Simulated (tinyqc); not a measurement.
CMOS inverter, nodal equation and switching: two steps of the calculation.

An n-channel pull-down (bn, VTn) and a p-channel pull-up (bp, VTp) share the input Vin and the output node Vout, which carries the load C. Transistor (EKV form, voltages against the body): I = 2 n b Vt^2 [F(vp - Vs) - F(vp - Vd)] from drain to source, F(v) = ln^2(1 + exp(v/(2 Vt))), vp = (Vg - VT + sg |Vd - Vs|)/n. n-channel bodies are at 0; for the p-channel device all voltages are counted down from Vdd. b in uA/V^2 gives I in uA. Static: In = Ip. Transient: C dVout/dt = Ip - In. No velocity saturation, no gate capacitance beyond C.

Parameters, values chosen for the exercise: temperature T = 300 K; supply voltage Vdd = 0.75 V; slope factor n = 1.22; drain-induced barrier lowering sg = 0.109; n-channel threshold VTn = 0.26 V; p-channel threshold (magnitude) VTp = 0.41 V; gain factor of the pull-down transistor bn = 360 uA/V^2; gain factor of the pull-up transistor bp = 180 uA/V^2; input voltage Vin = 0.26 V.

Constants: q = 1.602176634e-19 C, kB = 1.380649e-23 J/K, Vt = kB T/q. Results are converted to the units shown.

Task 1. Output voltage by Newton steps. f = In - Ip at (Vin, Vout); G = df/dVout by a central difference with +/- 1e-6 V; Vout(new) = Vout - f/G.

Vout at the start = 0.38 V

Find: In; Ip; G; Vout after iteration 1.

Result 1.

In = 0.6777 uA
Ip = 1.229 uA
G = 3.243 uS
Vout after iteration 1 = 0.5499 V

Task 2. Transfer curve. For each Vin solve In = Ip; gain = dVout/dVin.

```
point,Vin (V)
0,0
1,0.075
2,0.15
3,0.225
4,0.3
5,0.375
6,0.45
7,0.525
8,0.6
9,0.675
10,0.75
```

Find: Vout; supply current; gain.

Result 2.

```
point,Vout (V),supply current (uA),gain
0,0.7500,0.001945,-0.001
1,0.7496,0.01854,-0.013
2,0.7457,0.1416,-0.133
3,0.7061,0.6849,-1.507
4,0.1806,0.9499,-8.848
5,0.0100,0.3677,-0.292
6,0.0011,0.07145,-0.033
7,0.0001,0.009277,-0.003
8,0.0000,9.728e-4,0.000
9,0.0000,9.390e-5,0.000
10,0.0000,8.817e-6,0.000
```

The switching point Vin = Vout lies at 0.2882 V, with a gain of -9.17.

Numbers from tinyqc (`OMP_NUM_THREADS=1 python tinyqc.py 2340132 2340133 out.jsonl`; about 0.04 s on one thread of a shared Intel Xeon 2.30GHz).
